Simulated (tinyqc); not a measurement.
# Read current of a NAND string, cells in series solved by shooting: two studies

Cells in series, numbered from 0 at the source line (0 V) to the bit line, each followed by a gap resistance Rg. A cell with gate Vg, threshold VT, source Vs and drain Vd passes I = 2 nf K Vt^2 [F(Vs) - F(Vd)]/(1 + th max(Vg - VT, 0)), F(V) = ln^2(1 + exp((Vg - VT - nf V)/(2 nf Vt))). The selected cell has Vg = Vr, the others Vg = Vp.

Parameters, values chosen for the exercise; values of the order met in vertical NAND strings:
- T = 300 K (temperature)
- K = 7.7 uA/V^2 (gain factor of a cell)
- nf = 2.2 (slope factor)
- th = 0.05 1/V (mobility reduction factor)
- Rg = 1.6 kohm (resistance of the gap between cells)
- Vbl = 0.3 V (bit-line voltage)
- Vp = 5.8 V (pass voltage)
- Ve = -1 V (threshold of an erased cell)
- Vh = 3 V (threshold of the highest state)
- Vx = 0.5 V (threshold of the selected cell)
- Is = 50 nA (sensing current)
- Vr = 1.74 V (read voltage on the selected word line)

Constants: q = 1.602176634e-19 C, kB = 1.380649e-23 J/K, Vt = kB T/q. Results are converted to the units shown.

Each table varies one quantity; the others keep the values above.

## Read current against the number of cells

For a trial current I start at 0 V and, cell by cell, solve for the drain: sqrt(F(Vd)) = sqrt(F(Vs) - I/k), k = 2 nf K Vt^2/(1 + th max(Vg - VT, 0)), Vd = [Vg - VT - 2 nf Vt ln(exp(sqrt F) - 1)]/nf, then add I Rg. The string current is the I for which the last node reaches Vbl. The apparent threshold is the Vr at which I = Is. Background: all other cells erased (VT = Ve) or all in the highest state (VT = Vh); ratio and shift are high over erased and high minus erased. The selected cell is in the middle, cell n/2.

Result of one run:
```
n	I, others erased (uA)	I, others high (uA)	ratio	apparent VT, erased (V)	apparent VT, high (V)	background shift (mV)
96	0.1049	0.05001	0.4768	0.7873	1.729	941.9
```

What becomes of these results when the number of cells n is changed from 96 to 16, all else the same?

Result of the changed run:
```
n	I, others erased (uA)	I, others high (uA)	ratio	apparent VT, erased (V)	apparent VT, high (V)	background shift (mV)
16	0.5157	0.2788	0.5407	0.6647	0.6893	24.53
```

The whole series:
```
n	I, others erased (uA)	I, others high (uA)	ratio	apparent VT, erased (V)	apparent VT, high (V)	background shift (mV)
8	0.8442	0.5125	0.6071	0.6527	0.6648	12.17
16	0.5157	0.2788	0.5407	0.6647	0.6893	24.53
32	0.2894	0.1456	0.5033	0.6889	0.7389	49.96
64	0.1540	0.07446	0.4835	0.7377	0.8477	110.1
96	0.1049	0.05001	0.4768	0.7873	1.729	941.9
```

With erased neighbours the current falls from 0.844 to 0.105 uA, as n^(-0.71) between the first two rows and n^(-0.95) between the last two (-1 once the series resistance rules). The ratio falls from 0.607 to 0.477 and the background shift rises from 12.2 to 942 mV.

## Effect of the pass voltage

Same model as above.

The string has 32 cells and the selected one is cell 16.

Result of one run:
```
Vp (V)	I, others erased (uA)	I, others high (uA)	ratio	apparent VT, erased (V)	apparent VT, high (V)	background shift (mV)
5.6	0.2839	0.1360	0.4791	0.6900	0.7456	55.68
```

What becomes of these results when the pass voltage Vp is changed from 5.6 to 4.6 V, all else the same?

Result of the changed run:
```
Vp (V)	I, others erased (uA)	I, others high (uA)	ratio	apparent VT, erased (V)	apparent VT, high (V)	background shift (mV)
4.6	0.2541	0.08274	0.3256	0.6963	0.8110	114.7
```

The whole series:
```
Vp (V)	I, others erased (uA)	I, others high (uA)	ratio	apparent VT, erased (V)	apparent VT, high (V)	background shift (mV)
4.1	0.2378	0.05232	0.2200	0.7004	1.126	425.9
4.6	0.2541	0.08274	0.3256	0.6963	0.8110	114.7
5.1	0.2695	0.1105	0.4101	0.6929	0.7689	76.01
5.6	0.2839	0.1360	0.4791	0.6900	0.7456	55.68
6.1	0.2974	0.1595	0.5364	0.6875	0.7305	42.99
6.6	0.3102	0.1813	0.5845	0.6853	0.7197	34.38
7.1	0.3222	0.2015	0.6253	0.6834	0.7116	28.21
```

As Vp goes from 4.1 to 7.1 V, the current with erased neighbours rises from 0.238 to 0.322 uA, that with high neighbours rises from 0.0523 to 0.201 uA and the ratio rises from 0.220 to 0.625. The background shift falls from 426 to 28.2 mV. A higher pass voltage also disturbs erased cells more, which this model leaves out.

Computed by the program tinyqc: `OMP_NUM_THREADS=1 python tinyqc.py 2142133 2142134 out.jsonl`, one thread of a shared Intel Xeon 2.30GHz, about 0.3 s for the whole run.
